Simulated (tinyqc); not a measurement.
Comparisons within one model: pair of shallow donors (hydrogen-like orbitals). A value that a table varies takes the place of the one given here.

Each donor has the orbital exp(-r/a); energy unit Ha* = q/(eps a), q = e^2/(4 pi eps0), so that a lone donor is bound by Ha*/2; x = R/a. One electron: S = (1 + x + x^2/3) exp(-x), j = 1/x - (1 + 1/x) exp(-2x), k = (1 + x) exp(-x); levels E(+/-) = -1/2 - (j +/- k)/(1 +/- S) in Ha*, without the repulsion of the ions, split by D = |E(-) - E(+)|. In six valleys the overlaps S and k are multiplied by v = [cos(K Rx) + cos(K Ry) + cos(K Rz)]/3, K = k0 (2 pi/a_lat), for isotropic envelopes and the symmetric valley state.

Two electrons, Heitler-London: with S' = (1 - x + x^2/3) exp(x), C = 1/x - exp(-2x)(1/x + 11/8 + 3x/4 + x^2/6), X = (1/5){exp(-2x)(25/8 - 23x/4 - 3x^2 - x^3/3) + (6/x)[S^2 (0.5772157 + ln x) + S'^2 Ei(-4x) - 2 S S' Ei(-2x)]}, Q = C - 2j + 1/x and A = X - 2 S k + S^2/x, the singlet and triplet lie at (Q +/- w A)/(1 +/- w S^2) from two lone donors, with the valley weight w = v^2; the exchange is J = triplet - singlet.

Constants: e^2/(4 pi eps0) = 14.39964547 eV angstrom.

Parameters, chosen for this exercise (near those of two donors in Si; shifted at random, so the results belong to these values and not to a real crystal):
- a = 19.1 angstrom (orbital radius)
- eps = 11.3 (dielectric constant)
- a_lat = 5.431 angstrom (lattice constant)
- k0 = 0.857 2 pi/a_lat (valley position)
- sites = ((9, 9, 0), (9.5, 9.5, 0), (10, 10, 0), (10.5, 10.5, 0), (11, 11, 0), (11.5, 11.5, 0), (12, 12, 0), (12.5, 12.5, 0), (13, 13, 0), (13.5, 13.5, 0)) a_lat (positions of the second donor)
- Ns = (0.024, 0.061, 0.15, 0.37, 0.86, 1.8, 3.7) x 1e18/cm^3 (donor densities)
- n = (13, 0, 0) a_lat (separation vector)

## Lattice sites along [110]

D and J for each site, and for v = 1.

Results:

| site | R (angstrom) | v | D (meV) | J (micro-eV) | J for v = 1 |
|---|---|---|---|---|---|
| (9, 9, 0) | 69.1 | 0.180 | 1.38 | 74.1 | 2.30e+03 |
| (9.5, 9.5, 0) | 73.0 | 0.753 | 5.18 | 983 | 1.73e+03 |
| (10, 10, 0) | 76.8 | -0.270 | 1.58 | 94.5 | 1.30e+03 |
| (10.5, 10.5, 0) | 80.6 | 1.000 | 5.19 | 967 | 967 |
| (11, 11, 0) | 84.5 | -0.264 | 1.15 | 50.1 | 717 |
| (11.5, 11.5, 0) | 88.3 | 0.744 | 2.82 | 293 | 529 |
| (12, 12, 0) | 92.2 | 0.192 | 0.619 | 14.3 | 389 |
| (12.5, 12.5, 0) | 96.0 | 0.178 | 0.491 | 8.99 | 285 |
| (13, 13, 0) | 99.8 | 0.755 | 1.79 | 118 | 208 |
| (13.5, 13.5, 0) | 103.7 | -0.271 | 0.545 | 11.1 | 151 |

What can be read from the table?

Over these sites the envelope alone changes J by a factor 15.2, and the valley factor v^2 by 31.7; J runs from 8.99 at (12.5, 12.5, 0) to 983 micro-eV at (9.5, 9.5, 0). Along [110] only two valleys keep their phase, so v = (1 + 2 cos)/3 can pass through zero. J does not fall steadily with distance.

## From lone donors to an impurity band (impurity band of shallow donors (Hubbard estimate))

Donors on a simple cubic lattice of spacing R = N^(-1/3) (1/angstrom^3 = 1e24/cm^3), Ha* = q/(eps a), q = e^2/(4 pi eps0), x = R/a. Hopping t = Ha* (1 + x) exp(-x), band width B = 12 t, on-site repulsion U = (5/8) Ha*; the gap closes near B/U = 1.15. Valley factors and disorder are left out.

Results:

| N (1e18/cm^3) | R (angstrom) | N^(1/3) a | t (meV) | B (meV) | B/U |
|---|---|---|---|---|---|
| 0.024 | 346.7 | 0.055 | 1.67e-05 | 0.000201 | 4.82e-06 |
| 0.061 | 254.0 | 0.075 | 0.00160 | 0.0192 | 0.000460 |
| 0.15 | 188.2 | 0.101 | 0.0381 | 0.457 | 0.0110 |
| 0.37 | 139.3 | 0.137 | 0.376 | 4.52 | 0.108 |
| 0.86 | 105.2 | 0.182 | 1.76 | 21.2 | 0.508 |
| 1.8 | 82.2 | 0.232 | 4.78 | 57.4 | 1.38 |
| 3.7 | 64.7 | 0.295 | 9.91 | 119 | 2.85 |

How do the results move?

B/U passes 1.15 between 0.86 and 1.8 x 1e18/cm^3; the root is x = 4.52, N^(1/3) a = 0.221, N = 1.5 x 1e18/cm^3, below the 2.5 that the empirical rule N^(1/3) a = 0.26 gives; the estimate is rough, since random positions, the overlap of the orbitals and screening are left out. While N grows by 154 times, t grows by 5.92e+05 times.

## What each parameter does

x, D = |E(-) - E(+)| and J. Each row changes one parameter from the base and keeps the others.

Results:

| case | x | D (meV) | J (micro-eV) |
|---|---|---|---|
| base | 3.696 | 6.665 | 1.59e+03 |
| a = 17.2 angstrom | 4.105 | 5.486 | 983 |
| eps = 12.4 | 3.696 | 6.073 | 1.45e+03 |
| k0 = 0.837 2 pi/a_lat | 3.696 | 6.942 | 1.71e+03 |
| n = (14, 0, 0) a_lat | 3.981 | 6.225 | 1.38e+03 |

How do the results move?

The largest shifts from the base row, up to three for each result and ties (the steps differ in size, so this ranks the rows, not the parameters). x: a +0.408, n +0.284; unchanged at the printed digits by eps and k0. D (meV): a -1.18, eps -0.591, n -0.439. J (micro-eV): a -606, n -212, eps -141.

Program tinyqc; command `OMP_NUM_THREADS=1 python tinyqc.py 1281784 1281785 out.jsonl`; about 0.01 s on one thread of a shared Intel(R) Xeon(R) Processor @ 2.30GHz.
